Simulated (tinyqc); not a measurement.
# Off-state leakage of single and stacked transistors: effects of single changes

n-channel devices of unit width. Subthreshold current I(Vg, Vs, Vd) = I0 (T/300 K)^0.5 exp[(Vg - Vs - VT(T) - gb (Vs - Vb) + dd (Vd - Vs))/(nf Vt)] (1 - exp(-(Vd - Vs)/Vt)), VT(T) = VT - cT (T - 300 K). Gate-edge tunnelling Ig (Vd/1 V) exp(ag (Vd - 1 V)), for a gate at 0 V, and band-to-band leakage Ab u exp(-Bb/u), u = Vd - Vb + 1 V, flow at a drain held at V; both are taken as independent of T. In a stack of off transistors (all gates at 0 V) the same subthreshold current passes through each.

Inputs (values chosen for the exercise); values of the order met in bulk silicon logic transistors:
- T = 300 K (temperature)
- V = 1.1 V (supply voltage)
- VT = 0.27 V (threshold at 300 K, zero drain and body bias)
- cT = 1 mV/K (fall of the threshold with temperature)
- I0 = 0.7 uA/um (current at threshold at 300 K)
- nf = 1.28 (slope factor)
- dd = 0.07 (drain-induced lowering per volt)
- gb = 0.15 (rise of the threshold per volt of source-body bias)
- Ig = 4e-5 uA/um (gate-edge tunnelling current at 1 V)
- ag = 4.4 1/V (exponential slope of the gate current)
- Ab = 30 uA/(um V) (prefactor of band-to-band leakage at the drain)
- Bb = 22 V (its exponential voltage)
- Vb = 0 V (body voltage)

Constants: q = 1.602176634e-19 C, kB = 1.380649e-23 J/K, Vt = kB T/q. Results are converted to the units shown.

Each table varies one quantity; the others keep the values above.

## Subthreshold current against the height of the stack

All n gates at 0 V, bottom source at 0 V, top drain at V; node voltages follow from equal currents.

Result of one run:
columns A: n; B: I (nA/um); C: reduction factor; D: drain voltage of the bottom device (mV); E: source voltage of the top device (mV); F: voltage across the top device (V)
```
A      B      C     D  E      F
1  2.052  1.000  1100  0  1.100
```

What becomes of these results when the number of transistors in series n is changed from 1 to 3, all else the same?

Result of the changed run:
columns A: n; B: I (nA/um); C: reduction factor; D: drain voltage of the bottom device (mV); E: source voltage of the top device (mV); F: voltage across the top device (V)
```
A       B      C      D      E      F
3  0.1076  19.08  18.77  79.97  1.020
```

The whole series:
columns A: n; B: I (nA/um); C: reduction factor; D: drain voltage of the bottom device (mV); E: source voltage of the top device (mV); F: voltage across the top device (V)
```
A        B      C      D      E       F
1    2.052  1.000   1100      0   1.100
2   0.2077  9.878  62.12  62.12   1.038
3   0.1076  19.08  18.77  79.97   1.020
4  0.07253  28.29  11.28  90.66   1.009
5  0.05471  37.50  8.087  98.30   1.002
6  0.04392  46.71  6.306  104.3  0.9957
```

The second transistor cuts the current by a factor of 9.88, the third by a further 1.93 and the sixth by 1.25. The top device keeps 90.5 % of the supply at n = 6, while the drain voltage of the bottom one falls to 0.244 Vt.

## Leakage components against the body voltage

Same model as above.

One transistor with Vg = Vs = 0, Vd = V; stack factor I(one)/I(two in series).

The same in every row: gate edge (nA/um) = 0.068319; stack factor = 9.8783.

Leakage components against the body voltage:
```
Vb (V)  subthreshold (nA/um)  band-to-band (nA/um)  total (nA/um)  largest part
0.2                   5.0795               0.53358         5.6814  subthreshold
0                     2.0516                1.7766         3.8965  subthreshold
-0.2                 0.82861                4.8387         5.7356  band-to-band
-0.4                 0.33467                11.305         11.708  band-to-band
-0.6                 0.13517                23.431         23.634  band-to-band
-0.8                0.054595                44.144         44.267  band-to-band
-1                  0.022051                76.983         77.073  band-to-band
-1.2               0.0089061                125.99         126.07  band-to-band
-1.4               0.0035971                195.59         195.66  band-to-band
```

As Vb goes from 0.2 to -1.4, the total leakage goes from 5.68 through a minimum of 3.90 (at Vb = 0 among the rows listed) to 196 nA/um. The subthreshold part leads at Vb = 0.2, the band-to-band part from -0.2 on. The exact minimum lies at Vb = 0.00473 V: reverse body bias lowers the subthreshold part by a decade every nf Vt ln 10/gb = 0.508 V but raises the band-to-band part. The reduction by a stack of two stays at 9.88, for the subthreshold part alone. For Vb = 0.2 the body is forward biased; the junction current, left out, is still small at this voltage.

Numbers from tinyqc (`OMP_NUM_THREADS=1 python tinyqc.py 2242265 2242266 out.jsonl`; about 0.04 s on one thread of a shared Intel Xeon 2.30GHz).
